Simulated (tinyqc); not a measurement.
Through the band inversion: Shockley state of an s-p chain by decimation.

Each site has s at -d/2 and p at +d/2: H0 = diag(-d/2, d/2). The block to the next site on the right is H1 = [[-ts, u], [-u, tp]] (rows s, p of site n; columns s, p of site n + 1). Bulk: H(k) = [[-d/2 - 2 ts cos k, 2i u sin k], [-2i u sin k, d/2 + 2 tp cos k]]. The bands are inverted at k = pi if d < 2 (ts + tp).

Inputs chosen for the exercise: ts = 1.37 eV (s-s hopping); tp = 1.42 eV (p-p hopping); u = 1 eV (s-p hopping).

d = f 2 (ts + tp). Gap edges from 201 k points; levels in the gap from an open chain of 60 sites (their mean, and the weight on the two end sites summed over them, divided by their number); a dash: none.

Against d:

| f | d (eV) | top of lower band (eV) | bottom of upper band (eV) | levels in the gap | mean level (eV) | end weight |
|---|---|---|---|---|---|---|
| 0.10 | 0.558 | -1.9890 | 1.9684 | 2 | -0.0050 | 0.963 |
| 0.30 | 1.674 | -1.8357 | 1.7740 | 2 | -0.0150 | 0.885 |
| 0.50 | 2.790 | -1.4450 | 1.3450 | 2 | -0.0250 | 0.730 |
| 0.70 | 3.906 | -0.8870 | 0.7870 | 2 | -0.0350 | 0.496 |
| 0.85 | 4.743 | -0.4685 | 0.3685 | 2 | -0.0425 | 0.270 |
| 1.15 | 6.417 | -0.4685 | 0.3685 | 0 | - | - |
| 1.30 | 7.254 | -0.8870 | 0.7870 | 0 | - | - |
| 1.60 | 8.928 | -1.7240 | 1.6240 | 0 | - | - |

What can be read from this table?

Levels in the gap appear for f = 0.1, 0.3, 0.5, 0.7 and 0.85 and for none of the other rows; the gap closes at f = 1. The level lies at -0.0050 eV for f = 0.1 and -0.0425 eV for f = 0.85, on the line E = d (ts - tp)/(2 (ts + tp)), and its end weight goes from 0.96 to 0.27: no shift of the surface potential is needed, the inversion alone binds it.

tinyqc: `OMP_NUM_THREADS=1 python tinyqc.py 1450752 1450753 out.jsonl`; about 0.3 s, one thread, shared Intel(R) Xeon(R) Processor @ 2.30GHz.
